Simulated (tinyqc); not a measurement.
# From resistivity rho back to trap level E_t below the band edge

Model: grain-boundary trapping model (Seto) of a polycrystalline semiconductor film. Computed by tinyqc, a small Python program. Command: `OMP_NUM_THREADS=1 python tinyqc.py 3017316 3017317 out.jsonl poly inv`. One thread of a shared host (Intel(R) Xeon(R) Processor @ 2.30GHz), about 0.01 s of CPU time with the checks.

Grains of equal size L are joined by thin boundaries with one trap level. Trapped carriers deplete a width W on each side and raise a barrier, crossed by thermionic emission. Dopants are fully ionised, statistics are non-degenerate and mu_g does not depend on T.

Inputs (values chosen for the exercise, modelled on polycrystalline SiGe): permittivity eps = 13.5; effective mass m = 0.3 m_0; effective density of states at 300 K, N_c = 1.5e+19 1/cm^3; grain size L = 59 nm; trap density Q_t = 1.9e+12 1/cm^2; doping N = 1.2e+17 1/cm^3; mobility inside the grains mu_g = 150 cm^2/(V s); temperature T = 300 K.

Grain interior: resistance included.

Constants: k_B = 8.617333262e-05 eV/K; e = 1.602176634e-19 C; eps_0 = 8.8541878128e-12 F/m; m_0 = 9.1093837015e-31 kg; k_B = 1.380649e-23 J/K.

Method. N_c(T) = N_c (T/300 K)^(3/2). Filled traps Q = Q_t/(1 + (1/2) exp((E_t* - E_F)/k_B T)), where E_t* = e V_B - E_t and E_F are counted from the band edge at the grain centre. Partial depletion: Q = 2 N W, V_B = e N W^2/(2 eps eps_0), E_F = k_B T ln(N/N_c); solve for W. If that W would exceed L/2 the grain is fully depleted: W = L/2, Q = N L, and E_F follows from the trap equation. Centre density n_0 = N_c exp(E_F/k_B T). Boundary: sigma_b = L e^2 n_0 exp(-e V_B/k_B T)/sqrt(2 pi m k_B T); drift through the grain, depleted parts included: rho_g = [(1 - 2W/L) + (2W/L) int_0^1 exp(y^2 s^2) ds]/(e n_0 mu_g); rho = 1/sigma_b + rho_g. Mean carrier density n_av = n_0 [(1 - 2W/L) + (2W/L) (sqrt(pi)/2) erf(y)/y], y = sqrt(e V_B/k_B T); effective mobility 1/(e n_av rho).

Problem. A run gave the result below. Find the trap level E_t below the band edge, known to lie between 0.19 and 0.43 eV.

resistivity rho = 749.5769 ohm cm

Solution.

Each step takes the trial c = (a f_b - b f_a)/(f_b - f_a), f being the result less the target and a, b, c the logarithms of the listed values; c replaces end b, the old b replaces a if the sign of f changed, and otherwise f_a is halved.

Scan of the range:
```
trap level E_t below the band edge (eV)  resistivity rho (ohm cm)
0.190                                                 5.36476e+00
0.218                                                 1.58464e+01
0.249                                                 5.25663e+01
0.286                                                 2.19928e+02
0.328                                                 1.11647e+03
0.375                                                 6.87723e+03
0.430                                                 5.77262e+04
```

False position (Illinois rule, in the logarithm of the input) inside the bracket:
```
step     end a     end b     trial  resistivity rho (ohm cm)
1     0.286000  0.328000  0.310114                   558.953
2     0.328000  0.310114  0.316117                   705.052
3     0.328000  0.316117  0.318403                   770.253
4     0.316117  0.318403  0.317677                   748.898
5     0.318403  0.317677  0.317700                   749.567
6     0.318403  0.317700  0.317700                   749.587
7     0.317700  0.317700  0.317700                   749.577
```

Resistivity rho rises at every point of a 13-point scan of the range (every second point is shown), so one value fits; it is bracketed by 0.286 and 0.328. Answer: trap level E_t below the band edge = 0.3177 eV.
